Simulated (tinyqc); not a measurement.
Schottky barrier on an n-type semiconductor with a doping step, non-linear Poisson equation by Newton steps: one step of the calculation.

One dimension, metal at x = 0, donor density C(x) = N1 for x < x1 and Nd beyond. Energies are counted from the electron Fermi level of the semiconductor and the conduction-band edge is Ec = -psi, so n = Nc exp(psi/Vt); holes follow the Fermi level of the metal, at -V, so p = Nv exp((V - psi - Eg)/Vt). Ends: psi(0) = V - phiB and psi = Vt ln(Nd/Nc) deep inside. Boltzmann statistics, full ionisation, no current, no image force in the Poisson equation.

Task. Newton step. Solve the tridiagonal system a_(i-1) d_(i-1) + b_i d_i + a_i d_(i+1) = -F_i for nodes 1 to 13, with d = 0 on fixed nodes. Each component d is damped to sign(d) Vt ln(1 + |d|/Vt) before it is added.

Parameters, values chosen for the exercise:
- T = 300 K (temperature)

Constants: q = 1.602176634e-19 C, kB = 1.380649e-23 J/K, Vt = kB T/q. Results are converted to the units shown.

coupling a_i, interval 0 to 13 (F/cm^2): 6.1536605e-7  5.2595389e-7  4.5081762e-7  3.8103161e-7  3.3263030e-7  2.7971184e-7  2.4132002e-7  2.0859866e-7  1.7581887e-7  1.5194224e-7  1.2955075e-7  1.1087677e-7  9.4671700e-8  8.0969217e-8

```
node  diagonal b (F/cm^2)  residual F (C/cm^2)
1           -1.1467495e-6         2.1992013e-9
2           -9.7790920e-7        -1.2212403e-9
3           -8.3241509e-7        -2.7391016e-9
4           -7.1672210e-7        -3.7896710e-9
5           -6.3211742e-7        -5.3173936e-9
6           -6.0535134e-7        -7.5925642e-9
7           -6.1198984e-7        -3.9148715e-9
8           -6.8971119e-7        7.9974131e-10
9           -7.6469231e-7        1.0421488e-10
10          -8.1969400e-7        6.3196568e-12
11          -8.7750030e-7        2.1760767e-13
12          -9.5217471e-7        4.5073251e-15
13          -1.0494729e-6        5.6934680e-17
```

psi after iteration 1, node 0 to 14 (V): -0.37000000  -0.33390257  -0.28841444  -0.23901463  -0.18899627  -0.14452883  -0.11115224  -0.09804953  -0.08579795  -0.08060079  -0.07917240  -0.07888132  -0.07883582  -0.07883030  -0.07882981

Wanted: Newton step d, before damping; psi after iteration 2.

Result.

Newton step d, before damping, node 1 to 13 (V): -0.010945  -0.028046  -0.045358  -0.058720  -0.063173  -0.053924  -0.030584  -0.008576  -0.001906  -0.000354  -0.000053  -0.000006  -0.000001
psi after iteration 2, node 0 to 14 (V): -0.37000  -0.34303  -0.30741  -0.26521  -0.21964  -0.17650  -0.14028  -0.11823  -0.09320  -0.08244  -0.07952  -0.07893  -0.07884  -0.07883  -0.07883

Computed by the program tinyqc: `OMP_NUM_THREADS=1 python tinyqc.py 2020073 2020074 out.jsonl`, one thread of a shared Intel Xeon 2.30GHz, about 0.07 s for the whole run.
